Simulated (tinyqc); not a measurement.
Q-state Potts model on a small periodic square lattice: enumeration, Metropolis, heat-bath and Wolff steps: one step, computed by the program tinyqc. Command: `OMP_NUM_THREADS=1 python tinyqc.py 3113756 3113757 out.jsonl potts walk`. One thread of a shared host (Intel(R) Xeon(R) Processor @ 2.30GHz), about 0.1 s of CPU time with the checks.

E = -J x (number of nearest-neighbour bonds with equal states); n x n sites with periodic edges have 2 n^2 bonds. Order parameter m = (q f - 1)/(q - 1), f being the largest share of one state. Sites are numbered row by row from 0. Here q = 4 and n = 3.

Problem. Eight single-site steps. Site = floor(r1 n^2). State c is drawn with probability exp(K k_c)/sum exp(K k), k_c the number of neighbours in state c: the first c whose cumulative probability reaches r2; r3 is not used.

Inputs (values chosen for the exercise, for a model of domains or grain orientations): temperature T = 691 K.

Update: heat bath.

start states:
$$\begin{pmatrix}
3 & 3 & 0 \\
2 & 2 & 0 \\
0 & 0 & 2
\end{pmatrix}$$

random numbers, one row a step:
$$\begin{pmatrix}
0.1625 & 0.1573 & 0.0538 \\
0.6097 & 0.8441 & 0.2161 \\
0.7692 & 0.9271 & 0.3161 \\
0.6801 & 0.2316 & 0.7229 \\
0.6110 & 0.0920 & 0.5889 \\
0.3220 & 0.0103 & 0.0246 \\
0.0585 & 0.5415 & 0.6154 \\
0.4404 & 0.0093 & 0.0328
\end{pmatrix}$$

K = 0.6885459

Give: the table «Steps» with the columns old, neighbours in each state, P(old), P(new), new; states afterwards.

Solution.

Steps:
```
site  old  neighbours in each state   P(old)   P(new)  new
1       3                   2 0 1 1  0.22256  0.44308    0
5       0                   1 0 3 0  0.16756  0.66410    2
6       0                   1 0 2 1  0.22256  0.22256    3
6       3                   1 0 2 1  0.22256  0.11179    1
5       2                   1 0 3 0  0.66410  0.16756    0
2       0                   2 0 1 1  0.44308  0.44308    0
0       3                   2 1 1 0  0.11179  0.22256    1
3       2                   1 2 1 0  0.22256  0.22256    0
```

states afterwards:
$$\begin{pmatrix}
1 & 0 & 0 \\
0 & 2 & 0 \\
1 & 0 & 2
\end{pmatrix}$$
